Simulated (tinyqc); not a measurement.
# Subthreshold parameters from three currents

Question. Far below threshold and for Vds well above Vt the virtual-source current tends to I = Cinv n Vt vx0 exp((Vgs - VT0 + dl Vds + al Vt)/(n Vt)) per width, with constant n; the three currents follow this limit. Find n, dl and VT0.

Parameters, values chosen for the exercise:
- T = 250 K (temperature)
- Cinv = 1.25 uF/cm^2 (inversion capacitance)
- vx0 = 1.68e7 cm/s (velocity at the virtual source)
- al = 3.5 (threshold shift (in units of Vt) from weak to strong inversion)

Constants: q = 1.602176634e-19 C, kB = 1.380649e-23 J/K, Vt = kB T/q. Results are converted to the units shown.

I at (Vgs, Vds) = (-0.2, 0.3), (-0.11, 0.3) and (-0.2, 0.95) V (nA/um): 0.058126241  0.81785465  1.8427253

Solution. The first two currents differ in Vgs alone and give n; the first and third differ in Vds alone and give dl; the size of the first then gives VT0.

n = 1.580
dl = 0.1810 V/V
VT0 = 0.4070 V

Program tinyqc, `OMP_NUM_THREADS=1 python tinyqc.py 2380144 2380145 out.jsonl`; Intel Xeon 2.30GHz, shared host, one thread, about 0.02 s.
